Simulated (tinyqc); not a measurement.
Fully depleted semiconductor-on-insulator film with two gates, non-linear Poisson equation by Newton steps: threshold and coupling against the insulator thickness.

One dimension across the film, front interface at x = 0, back interface at x = ts. psi is counted from the intrinsic level, n = ni exp(psi/Vt) (source grounded), holes neglected, acceptors ionised. Gates act through Cox = eps0 eox/tox and Cbox = 3.9 eps0/tb with potentials G1 = Vg - (phiM - chi - Vt ln(Nc/ni)) and G2 = Vb - (phiB - chi - Vt ln(Nc/ni)). Classical Boltzmann densities, no interface charge, no depletion in the back plane.

ni = sqrt(Nc Nv) exp(-Eg/(2 Vt)), Eg in volts. The Poisson equation eps0 eps_r d2psi/dx2 = q (n + Na), with -eps0 eps_r dpsi/dx = Cox (G1 - psi) at x = 0 and eps0 eps_r dpsi/dx = Cbox (G2 - psi) at x = ts, is solved on 300 equal intervals with half boxes at both ends; N_inv is the trapezoid sum of n. VT is the Vg for N_inv = 1e11 cm^-2; -dVT/dVb from the linearised equation. Limits with Cs = eps0 eps_r/ts: front channel Cs Cbox/(Cox (Cs + Cbox)), back channel Cbox (Cox + Cs)/(Cox Cs). Swing at N_inv = 1e8 cm^-2.

Parameters, values chosen for the exercise; band and dielectric values close to those of silicon: temperature T = 300 K; band gap Eg = 1.12 eV; relative permittivity eps_r = 11.5; conduction-band density of states at T Nc = 2.82e19 cm^-3; valence-band density of states at T Nv = 2.7e19 cm^-3; electron affinity chi = 4.1 eV; relative permittivity of the gate insulator (close to hafnium oxide) eox = 22.6; film thickness ts = 13 nm; buried-oxide thickness (eps_r 3.9) tb = 50 nm; acceptor density of the film Na = 1e15 cm^-3; work function of the front gate phiM = 4.4 eV; work function of the back plane phiB = 4.15 eV; back-gate voltage Vb = 0.4 V.

Constants: q = 1.602176634e-19 C, kB = 1.380649e-23 J/K, Vt = kB T/q, eps0 = 8.8541878128e-14 F/cm where lengths are in cm. Results are converted to the units shown.

The same in every row: centroid/ts at VT = 0.598.

Result of one run:
```
VT (V)  -dVT/dVb  front-channel limit  back-channel limit  swing (mV/decade)
0.119     0.0982               0.0476               0.140               66.0
```

Which insulator thickness tox gave this result: 3.8, 7.6, 15 or 22 nm?

tox = 15 nm.

The whole series:
```
tox (nm)  VT (V)  -dVT/dVb  front-channel limit  back-channel limit  swing (mV/decade)
2.7        0.130    0.0571              0.00856              0.0975               63.5
3.8        0.129    0.0608               0.0121               0.101               63.7
5.4        0.128    0.0661               0.0171               0.107               64.1
7.6        0.126    0.0735               0.0241               0.114               64.5
11         0.123    0.0848               0.0349               0.126               65.2
15         0.119    0.0982               0.0476               0.140               66.0
22         0.113     0.122               0.0698               0.164               67.4
```

As tox goes from 2.7 to 22, VT falls from 0.130 to 0.113 V, the centroid stays near 0.598 of ts and -dVT/dVb rises from 0.0571 to 0.122. The coupling covers 54.6 % of the way from the front-channel to the back-channel limit in the first row and 54.9 % in the last.

tinyqc, about 0.3 s, one thread, Intel Xeon 2.30GHz (shared host): `OMP_NUM_THREADS=1 python tinyqc.py 2190058 2190059 out.jsonl`
